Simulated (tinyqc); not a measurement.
Free and trapped electrons in a MOS channel with a dense trap tail: two steps of the calculation.

p-type body, charge-sheet picture, full ionisation (an idealisation for deep acceptors), Boltzmann statistics for free electrons. e = Ec - EF at the surface. Acceptor-like traps of density D(E) = D0 + De exp(-E/Ew) at depth E below Ec, from 0 to Eu, hold n_t = integral of D(E)/(1 + exp((e - E)/Vt)). psi = Eg - Vt ln(Nv/Na) - e; N_dep = sqrt(2 eps0 eps_r Na (psi - Vt)/q); n_f = sqrt(N_dep^2 + 2 eps0 eps_r Vt Nc exp(-e/Vt)/q) - N_dep; Vg = Vfb + psi + q (N_dep + n_t + n_f)/Cox, Cox = eps0 eox/tox.

Parameters, values chosen for the exercise; band and dielectric values close to those of silicon:
- T = 250 K (temperature)
- Eg = 1.13 eV (band gap)
- eps_r = 11.5 (relative permittivity)
- Nc = 2.09e19 cm^-3 (conduction-band density of states at T)
- Nv = 2.03e19 cm^-3 (valence-band density of states at T)
- eox = 3.9 (relative permittivity of the insulator)
- tox = 32 nm (insulator thickness)
- Na = 9.6e16 cm^-3 (acceptor density)
- Vfb = -1.02 V (flat-band voltage without trapped charge)
- D0 = 1.4e11 cm^-2 eV^-1 (constant background density of acceptor-like traps)
- De = 5.5e13 cm^-2 eV^-1 (density of the tail at the conduction edge)
- Ew = 0.09 eV (decay energy of the tail)
- Eu = 0.7 eV (depth below Ec down to which the traps reach)
- mf = 210 cm^2/(V s) (mobility of free electrons)
- e = 0.104 eV (Ec - EF at the surface)

Constants: q = 1.602176634e-19 C, kB = 1.380649e-23 J/K, Vt = kB T/q, eps0 = 8.8541878128e-14 F/cm where lengths are in cm. Results are converted to the units shown.

Question 1. Trapped charge. Trapezoid rule on 12 equal steps from 0 to Eu, f = 1/(1 + exp((e - E)/Vt)).

Find: E; D(E) f; n_t.

Answer 1.

E, point 0 to 12 (eV): [0, 0.05833, 0.1167, 0.1750, 0.2333, 0.2917, 0.3500, 0.4083, 0.4667, 0.5250, 0.5833, 0.6417, 0.7000]
D(E) f, point 0 to 12 (cm^-2 eV^-1): [4.380e11, 3.098e12, 9.762e12, 7.723e12, 4.245e12, 2.292e12, 1.266e12, 7.288e11, 4.479e11, 3.011e11, 2.242e11, 1.841e11, 1.630e11]
n_t = 1.783e12 cm^-2

Question 2. Charges and gate voltage. psi, N_dep, n_f and Vg as defined, with the n_t given; free share n_f/(n_f + n_t); apparent mobility mf n_f/(n_f + n_t); gate voltage spent on traps q n_t/Cox.

n_t = 1.7834037e12 cm^-2

Find: psi; N_dep; n_f; Vg; free share; apparent mobility; gate voltage spent on traps.

Answer 2.

psi = 0.9107 V
N_dep = 1.042e12 cm^-2
n_f = 2.177e10 cm^-2
Vg = 4.117 V
free share = 1.206 %
apparent mobility = 2.532 cm^2/(V s)
gate voltage spent on traps = 2.648 V

Computed by the program tinyqc: `OMP_NUM_THREADS=1 python tinyqc.py 2222242 2222243 out.jsonl`, one thread of a shared Intel Xeon 2.30GHz, about 0.02 s for the whole run.
